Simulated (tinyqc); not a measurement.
Narrowing against degeneracy: heavy doping: gap narrowing, degeneracy and the minority density.

F_j(eta) = (1/Gamma(j + 1)) integral_0^infinity x^j dx/(1 + exp(x - eta)), which tends to exp(eta) for eta << 0.

Empirical narrowing (Slotboom form, constants chosen for the exercise; published fits of this form give the apparent narrowing, here it is taken as the true one): dEg = E0 [ln(N/N0) + sqrt(ln(N/N0)^2 + C)].

Majority: N = Nv F_1/2(eta), eta the distance of EF beyond the majority band edge in kT. Degeneracy factor gam = F_1/2(eta)/exp(eta). ni0^2 = Nc Nv exp(-Eg/kT); product n p = ni0^2 gam exp(dEg/kT), dEg the true narrowing; apparent narrowing dEa = dEg + kT ln gam; minority density = n p/N.

Constants: kB = 8.617333262e-05 eV/K.

Parameters, chosen for this exercise (gap and densities of states near those of Si at this temperature; narrowing constants near the fits for Si; shifted at random, so the results belong to these values and not to a real crystal):
- Eg = 1.11 eV (gap)
- Nc = 3.55e+19 1/cm^3 (conduction-band density of states)
- Nv = 1.41e+19 1/cm^3 (valence-band density of states)
- T = 350 K
- E0 = 6.38 meV (narrowing scale)
- N0 = 1.5e+17 1/cm^3 (onset density)
- C = 0.5 (smoothing constant)

N takes the values listed; the last column is N over the factor gam exp(dEg/kT), the doping that a simple model would need to give the same minority density.

Results:

| N (1/cm^3) | eta | gam | dEg (meV) | dEa (meV) | minority (1/cm^3) | effective doping (1/cm^3) |
|---|---|---|---|---|---|---|
| 4.0e+16 | -5.86 | 0.999 | 1.1 | 1.1 | 1.35e+06 | 3.86e+16 |
| 1.0e+17 | -4.95 | 0.997 | 2.6 | 2.5 | 5.66e+05 | 9.19e+16 |
| 4.0e+17 | -3.55 | 0.990 | 14.0 | 13.7 | 2.05e+05 | 2.54e+17 |
| 1.0e+18 | -2.62 | 0.975 | 25.0 | 24.3 | 1.16e+05 | 4.47e+17 |
| 4.0e+18 | -1.16 | 0.905 | 42.4 | 39.4 | 4.80e+04 | 1.08e+18 |
| 1.0e+19 | -0.10 | 0.780 | 54.0 | 46.5 | 2.43e+04 | 2.14e+18 |
| 4.0e+19 | 2.01 | 0.380 | 71.6 | 42.4 | 5.31e+03 | 9.80e+18 |
| 1.0e+20 | 4.26 | 0.100 | 83.2 | 13.8 | 822 | 6.33e+19 |
| 3.0e+20 | 9.19 | 0.00217 | 97.2 | -87.8 | 9.42 | 5.52e+21 |

dEg grows steadily to 97.2 meV, while the apparent value peaks at 46.5 meV for N = 1e+19 and falls to -87.8 meV as the Fermi level enters the band (a negative value is not met in measurements: parabolic bands with a fixed mass overstate the filling). N grows by a factor 25 from the third to the sixth row and the effective doping by 8.4.

Computed by tinyqc, a small Python program: `OMP_NUM_THREADS=1 python tinyqc.py 1681863 1681864 out.jsonl` (the numbers bound the seed that draws the inputs); one thread of a shared host (Intel(R) Xeon(R) Processor @ 2.30GHz), about 0.01 s for the whole set of steps.
